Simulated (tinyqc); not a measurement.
Surface photovoltage measurement of the minority-carrier diffusion length in a wafer: one step, computed by the program tinyqc. Command: `OMP_NUM_THREADS=1 python tinyqc.py 3130358 3130359 out.jsonl spv walk`. One thread of a shared host (Intel(R) Xeon(R) Processor @ 2.30GHz), about 0.01 s of CPU time with the checks.

Low injection, steady light, a depletion layer much thinner than 1/alpha and L. The excess density dn is taken at the front edge of the neutral region; light that reaches the back is lost.

Problem. One wavelength. alpha = (84.732/lambda - 76.417)^2 per cm with lambda in micrometre (an empirical fit for silicon between 0.7 and 1.05 micrometre). Thick wafer: dn = Phi L/((S_f + D/L)(L + 1/alpha)). Finite wafer, with s = S_b L/D, w = W/L, a = alpha L: dn = [Phi a/(a^2 - 1)] [a - B - exp(-alpha W)(a - s)/(cosh w + s sinh w)]/(S_f + B D/L), B = (sinh w + s cosh w)/(cosh w + s sinh w). Photovoltage V = (k_B T/e) ln(1 + dn/n_0). Lifetime = L^2/D.

Inputs (values chosen for the exercise, modelled on p-type silicon at room temperature): diffusion length L = 70 micrometre; wafer thickness W = 775 micrometre; diffusivity D = 27.2 cm^2/s; front recombination velocity S_f = 160 cm/s; back recombination velocity S_b = 5200 cm/s; photon flux entering = 1.6e+11 1/(cm^2 s); minority density at the surface barrier scale n_0 = 2.8e+10 1/cm^3; temperature T = 298 K; wavelength = 920 nm.

Constants: k_B = 8.617333262e-05 eV/K.

Give: alpha; penetration depth 1/alpha; dn, thick wafer; B; dn, finite wafer; photovoltage V; lifetime.

Solution.

alpha = 246.0 1/cm

penetration depth 1/alpha = 40.66 micrometre

dn, thick wafer = 2.502e+07 1/cm^3

B = 1.000

dn, finite wafer = 2.502e+07 1/cm^3

photovoltage V = 0.02293 mV

lifetime = 1.801 microsecond
